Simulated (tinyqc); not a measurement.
Worked calculation: lattice vibrations of a chain. One step of it, computed by the program tinyqc.

Task: Dynamical matrix at q = 0.1. q is in units of 2 pi/a. A spring k from atom i to atom j, n cells on, adds k to Phi_ii and Phi_jj, -k exp(2 pi i q n) to Phi_ij and the conjugate to Phi_ji (for one atom a cell: 2k (1 - cos 2 pi q n)); D_ij = Phi_ij / sqrt(m_i m_j).

A chain moving along its axis:
```
atom    mass (u)  spring to the next atom (eV/angstrom^2)
1       3.900000                                15.200000
2     106.500000                                29.100000
3     110.500000                                18.400000
4       8.000000                                27.400000
```

Give: D(q).

Result:

D(q) (eV/(angstrom^2 u)):
```
[[10.9231, -0.7458, 0.0000, -3.9685+2.8833i],
 [-0.7458, 0.4160, -0.2682, 0.0000],
 [0.0000, -0.2682, 0.4299, -0.6189],
 [-3.9685-2.8833i, 0.0000, -0.6189, 5.7250]]
```
